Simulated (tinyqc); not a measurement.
Van der Pauw, Hall and four-point-probe measurements on a doped layer: two steps of the calculation.

A uniform p-type layer with sheet resistance Rs = 1/(q ns mu), point contacts, low field (mu B small).

Inputs (values chosen for the exercise): Hall factor rH = 0.8; magnetic field B = 0.3 T; current I = 50 uA; thickness of the layer t = 270 nm.

Constants: q = 1.602176634e-19 C. Results are converted to the units shown.

Problem 1. New z. The van der Pauw equation exp(-pi RA z) + exp(-pi RB z) = 1 is solved for z = 1/Rs: e1 = exp(-pi RA z), e2 = exp(-pi RB z), f = e1 + e2 - 1, f' = -pi (RA e1 + RB e2), z(new) = z - f/f'.

z after iteration 2 = 0.033634762 mS
RA = 702.05879 ohm
RB = 23860.806 ohm

Find: e1; e2; f; f'; z after iteration 3.

Solution 1.

e1 = 0.9285
e2 = 0.08036
f = 0.008856
f' = -8.071 kohm
z after iteration 3 = 0.03473 mS

Problem 2. Sheet density, mobility and bulk values. Rs = 1/z; Hall sheet density B I/(q |VH|); Hall mobility |VH|/(Rs B I); true values ns = rH times the Hall density, mu = Hall mobility/rH; bulk density ns/t, resistivity Rs t; correction factor F = Rs/[(pi/ln 2)(RA + RB)/2].

converged z = 0.034767233 mS
VH = 12.080340 mV
RA = 702.05879 ohm
RB = 23860.806 ohm

Find: Rs; Hall sheet density; Hall mobility; ns; mu; bulk density; resistivity; F.

Solution 2.

Rs = 28763 ohm/square
Hall sheet density = 7.7500e11 cm^-2
Hall mobility = 280.00 cm^2/(V s)
ns = 6.2000e11 cm^-2
mu = 350.00 cm^2/(V s)
bulk density = 2.2963e16 cm^-3
resistivity = 0.77659 ohm cm
F = 0.51672

Program tinyqc, `OMP_NUM_THREADS=1 python tinyqc.py 2850229 2850230 out.jsonl`; Intel Xeon 2.30GHz, shared host, one thread, about 0.01 s.
